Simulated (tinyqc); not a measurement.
Worked calculation: Pariser-Parr-Pople SCF with singles CI, for the molecule C1=CC=CN=CC=C1 (SMILES; centres numbered as the heavy atoms are written). One step of it, computed by the program tinyqc.

Question. Iteration 2: orbitals and new P. Diagonalise F (the basis is taken as orthonormal) and form P = 2 sum c c over the lowest orbitals; 0.3 of the old P is kept.

F (eV):
```
,1C,2C,3C,4C,5N,6C,7C,8C
1C,-6.841970,-4.748766,0.487304,0.327805,-0.369557,0.327805,0.487304,-4.748766
2C,-4.748766,-4.918224,-4.614247,-0.648969,0.149011,0.388610,0.272343,-0.578296
3C,0.487304,-4.614247,-6.743689,-4.902536,0.605134,0.036609,-0.342282,0.272343
4C,0.327805,-0.648969,-4.902536,-3.689728,-4.408872,-0.450377,0.036609,0.388610
5N,-0.369557,0.149011,0.605134,-4.408872,-9.039083,-4.408872,0.605134,0.149011
6C,0.327805,0.388610,0.036609,-0.450377,-4.408872,-3.689728,-4.902536,-0.648969
7C,0.487304,0.272343,-0.342282,0.036609,0.605134,-4.902536,-6.743689,-4.614247
8C,-4.748766,-0.578296,0.272343,0.388610,0.149011,-0.648969,-4.614247,-4.918224
```

pi electrons, sum of z_r less the charge = 8

P after iteration 1:
```
,1C,2C,3C,4C,5N,6C,7C,8C
1C,1.215801,0.624446,-0.195746,-0.164743,0.198077,-0.164743,-0.195746,0.624446
2C,0.624446,0.730947,0.588834,0.260638,-0.074420,-0.209383,-0.136869,0.232254
3C,-0.195746,0.588834,1.240596,0.665154,-0.240697,-0.018398,0.184459,-0.136869
4C,-0.164743,0.260638,0.665154,0.626050,0.491290,0.180879,-0.018398,-0.209383
5N,0.198077,-0.074420,-0.240697,0.491290,1.589014,0.491290,-0.240697,-0.074420
6C,-0.164743,-0.209383,-0.018398,0.180879,0.491290,0.626050,0.665154,0.260638
7C,-0.195746,-0.136869,0.184459,-0.018398,-0.240697,0.665154,1.240596,0.588834
8C,0.624446,0.232254,-0.136869,-0.209383,-0.074420,0.260638,0.588834,0.730947
```

Give: orbital energies; P after iteration 2.

Answer.

orbital energies (eV): -14.8629  -13.1049  -12.6183  -8.8598  -2.7859  1.0220  1.4234  3.2019

P after iteration 2:
```
,1C,2C,3C,4C,5N,6C,7C,8C
1C,1.2482,0.6199,-0.2078,-0.1502,0.1908,-0.1502,-0.2078,0.6199
2C,0.6199,0.7190,0.5974,0.2543,-0.0792,-0.1969,-0.1370,0.2255
3C,-0.2078,0.5974,1.2754,0.6434,-0.2355,-0.0277,0.1821,-0.1370
4C,-0.1502,0.2543,0.6434,0.6025,0.5131,0.1892,-0.0277,-0.1969
5N,0.1908,-0.0792,-0.2355,0.5131,1.5582,0.5131,-0.2355,-0.0792
6C,-0.1502,-0.1969,-0.0277,0.1892,0.5131,0.6025,0.6434,0.2543
7C,-0.2078,-0.1370,0.1821,-0.0277,-0.2355,0.6434,1.2754,0.5974
8C,0.6199,0.2255,-0.1370,-0.1969,-0.0792,0.2543,0.5974,0.7190
```
